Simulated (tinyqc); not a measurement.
# Voltage drop against the resistance from a pad node to the supply

A grid of 17 by 17 nodes with segments Rx (rows) and Ry (columns); every node draws I1 and the central node kh I1; pads with resistance Rp sit at the nodes whose row and column are multiples of the pitch, counting from 0. The drops u = Vdd - V follow from G u = i, with G the conductance matrix and i the load currents, solved directly. Here the pitch is 8.

Parameters, values chosen for the exercise: supply voltage Vdd = 0.75 V; resistance of a horizontal segment Rx = 0.34 ohm; resistance of a vertical segment Ry = 0.91 ohm; factor on the load at the hot node kh = 1; load current of a node in the large grid I1 = 0.32 mA.

Result of one run:
```
Rp (ohm),pads,worst drop (mV),mean drop (mV),largest drop at a pad (mV),largest pad current (mA),worst drop over Vdd (%)
0.095,9,5.5655,4.5869,1.5767,16.597,0.74206
```

What becomes of these results when the resistance from a pad node to the supply Rp is changed from 0.095 to 0.024 ohm, all else the same?

Result of the changed run:
```
Rp (ohm),pads,worst drop (mV),mean drop (mV),largest drop at a pad (mV),largest pad current (mA),worst drop over Vdd (%)
0.024,9,4.7478,3.7894,0.42538,17.724,0.63304
```

The whole series:
```
Rp (ohm),pads,worst drop (mV),mean drop (mV),largest drop at a pad (mV),largest pad current (mA),worst drop over Vdd (%)
0.024,9,4.7478,3.7894,0.42538,17.724,0.63304
0.048,9,5.0264,4.0611,0.83026,17.297,0.67018
0.095,9,5.5655,4.5869,1.5767,16.597,0.74206
0.19,9,6.6312,5.6315,2.9552,15.554,0.88417
0.38,9,8.7418,7.6765,5.4220,14.268,1.1656
0.76,9,12.825,11.685,9.8663,12.982,1.7100
1.5,9,20.589,19.380,17.924,11.949,2.7452
```

The worst drop rises from 4.75 to 20.6 mV and the mean drop rises from 3.79 to 19.4 mV. The worst drop goes as Rp^(0.08) between the first two rows and Rp^(0.70) between the last two. The central node is itself a pad.

Computed by the program tinyqc: `OMP_NUM_THREADS=1 python tinyqc.py 2770223 2770224 out.jsonl`, one thread of a shared Intel Xeon 2.30GHz, about 0.1 s for the whole run.
